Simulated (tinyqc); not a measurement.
# Convergence with the mesh in the empty well

In an empty well of width L and depth Vb, level k solves kw L/2 = (k - 1) pi/2 + arctan(sqrt((mw/mb)(Vb - E)/E)) with kw = sqrt(mw E/C), C = hbar^2/(2 m0). Mesh: N intervals across the well, hz = L/N, nodes at (i + 1/2) hz from an edge, mass (mw + mb)/2 on the interval that holds an interface, walls 3 L outside the edges; H_ii = C (1/m_(i-1/2) + 1/m_(i+1/2))/hz^2 + V_i, H_(i,i+1) = -C/(m_(i+1/2) hz^2). No field, no charge.

Parameters, values chosen for the exercise; material values close to those of GaN in AlGaN:
- mw = 0.199 m0 (mass along z in the well)
- mb = 0.245 m0 (mass along z in the barriers)
- Vb = 0.41 eV (barrier height)
- L = 16.2 nm (well width)

Constants: q = 1.602176634e-19 C, hbar = 1.054571817e-34 J s, m0 = 9.1093837015e-31 kg, hbar^2/(2 m0) = 0.0380998212 eV nm^2. Results are converted to the units shown.

The same in every row: exact E1 (meV) = 6.0189.

Results:
```
N,E1 on the mesh (meV),error (%)
4,4.0362,-32.9
8,5.1349,-14.7
16,5.7168,-5.02
64,5.9968,-0.367
128,6.0133,-0.0927
```

Estimate the missing row, N = 32.

Computed row:
```
N,E1 on the mesh (meV),error (%)
32,5.9336,-1.42
```

With this row back in the table: The error goes from -33 % to -0.093 %; between N = 32 and 64 it shrinks by a factor of 3.9, the 4 of a second-order scheme.

tinyqc, about 0.2 s, one thread, Intel Xeon 2.30GHz (shared host): `OMP_NUM_THREADS=1 python tinyqc.py 2140034 2140035 out.jsonl`
